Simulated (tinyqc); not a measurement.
Oxide trap near a transistor channel: two-state multiphonon kinetics, telegraph noise and bias instability: one step, computed by the program tinyqc. Command: `OMP_NUM_THREADS=1 python tinyqc.py 3014157 3014158 out.jsonl oxidetrap walk`. One thread of a shared host (Intel(R) Xeon(R) Processor @ 2.30GHz), about 0.01 s of CPU time with the checks.

An n-channel device under positive gate bias. The trap is empty (state 1) or holds an electron (state 2); both states are parabolas of equal curvature, and the electron reservoir is taken at the Fermi level of the channel.

Task: Step height and noise. Charge-sheet step dV = e (t_ox - x)/(eps_ox eps_0 W L); Lorentzian spectrum S(f) = 4 dV^2 tau_0^2/((tau_c + tau_e)(1 + (2 pi f tau_0)^2)); corner 1/(2 pi tau_0); variance dV^2 f_2 (1 - f_2) = dV^2 tau_0/(tau_c + tau_e).

Inputs (values chosen for the exercise, with an insulator like Si3N4 on silicon):
```
quantity                         value   unit
insulator constant eps_ox         6.99      -
insulator thickness t_ox           4.3     nm
trap depth x from the interface   0.37     nm
oxide field F                      6.3  MV/cm
temperature T                      450      K
channel width W                     68     nm
channel length L                    47     nm
frequency f                      40000     Hz
```

Parts treated: one trap and an ensemble.

tau_0 = 3.087450e-09 s

capture time tau_c = 9.265717e-09 s

emission time tau_e = 4.630333e-09 s

Constants: e = 1.602176634e-19 C; eps_0 = 8.8541878128e-12 F/m.

Give: threshold step dV; corner frequency; S(f); root-mean-square noise.

Result:

threshold step dV = 3.183 mV

corner frequency = 5.155e+07 Hz

S(f) = 2.780e-14 V^2/Hz

root-mean-square noise = 1.500 mV

f lies below the corner, on the flat part. Random dopants and current percolation, left out here, spread real steps around this value. Caution: a field 1.5 times as high comes near the usual breakdown field of such an insulator.
